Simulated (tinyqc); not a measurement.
MOS inversion layer, Poisson-Schroedinger loop: one step of the calculation.

Electrons confined at an insulator interface at z = 0, treated as a hard wall; parabolic valleys, Hartree approximation, no image or exchange terms. The depletion charge lies far deeper than the electrons and gives a uniform field q Nd/(eps0 eps_r); the gate balances all charge. Energies are counted from the band edge at the interface.

Problem. Closed-form estimates. Triangular well: E_k = a_k (C F^2/mz)^(1/3), a_1 = 2.338107, a_2 = 4.087949, C = hbar^2/(2 m0), F in eV/nm. Fang-Howard (all electrons in the lowest level of set A): b^3 = 6 (mz1/C) q (Nd + 11 Ns/32)/(eps0 eps_r), centroid 3/b, level C b^2/(4 mz1) + (3/b) q (Nd + 11 Ns/16)/(eps0 eps_r). Use F = q (Nd + Ns)/(eps0 eps_r), the surface field, and F = q (Nd + Ns/2)/(eps0 eps_r).

Inputs (values chosen for the exercise); masses and permittivity close to those of silicon (100):
- eps_r = 11.7 (relative permittivity)
- mz1 = 0.931 m0 (mass along z of valley set A (2 valley(s)))
- Ns = 1.7e12 cm^-2 (sheet density of electrons)
- Nd = 1.5e12 cm^-2 (sheet density of depletion charge)

Constants: q = 1.602176634e-19 C, hbar = 1.054571817e-34 J s, m0 = 9.1093837015e-31 kg, eps0 = 8.8541878128e-14 F/cm where lengths are in cm, hbar^2/(2 m0) = 0.0380998212 eV nm^2. Results are converted to the units shown.

Find: A1 with the surface field; A1 with Nd + Ns/2; A2 with Nd + Ns/2; b; Fang-Howard centroid; Fang-Howard level.

Solution.

A1 with the surface field = 0.10861 eV
A1 with Nd + Ns/2 = 0.088407 eV
A2 with Nd + Ns/2 = 0.15457 eV
b = 1.6782 1/nm
Fang-Howard centroid = 1.7876 nm
Fang-Howard level = 0.10260 eV

Computed by the program tinyqc: `OMP_NUM_THREADS=1 python tinyqc.py 2160072 2160073 out.jsonl`, one thread of a shared Intel Xeon 2.30GHz, about 0.9 s for the whole run.
